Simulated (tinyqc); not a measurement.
## Gate voltage for a given inversion charge

Inverse problem. p-type body, charge-sheet picture, depletion and inversion only, full ionisation (an idealisation for deep acceptors), Boltzmann statistics (rough once Na exp(x - xn) passes about Nc/7). In units of Vt: xg = (Vg - Vfb)/Vt, x = psi/Vt, G = gamma/sqrt(Vt), xn = (2 phiF + Vc)/Vt. The implicit equation is (xg - x)^2 = G^2 [x - 1 + exp(x - xn)] for x above about 3. Cox = eps0 eox/tox. ni = sqrt(Nc Nv) exp(-Eg/(2 Vt)), Eg in volts; phiF = Vt ln(Na/ni); gamma = sqrt(2 q eps0 eps_r Na)/Cox. N_inv = (Cox Vt G/q) [sqrt(x - 1 + exp(x - xn)) - sqrt(x - 1)]. Find x - xn, psi and Vg.

Inputs (values chosen for the exercise); band and dielectric values close to those of silicon: temperature T = 300 K; band gap Eg = 1.11 eV; relative permittivity eps_r = 11.7; conduction-band density of states at T Nc = 2.75e19 cm^-3; valence-band density of states at T Nv = 2.65e19 cm^-3; relative permittivity of the gate insulator (close to zirconium oxide) eox = 24.3; insulator thickness tox = 9.3 nm; acceptor density Na = 4.3e17 cm^-3; flat-band voltage Vfb = -0.77 V; channel-body voltage Vc = 0 V.

Constants: q = 1.602176634e-19 C, kB = 1.380649e-23 J/K, Vt = kB T/q, eps0 = 8.8541878128e-14 F/cm where lengths are in cm. Results are converted to the units shown.

N_inv = 2.4e11 cm^-2

Answer. N_inv rises steadily with x, so it fixes x; the implicit equation then gives xg directly.

x - xn = 2.08
psi = 0.950 V
Vg = 0.353 V

Program tinyqc, `OMP_NUM_THREADS=1 python tinyqc.py 2122180 2122181 out.jsonl`; Intel Xeon 2.30GHz, shared host, one thread, about 0.01 s.
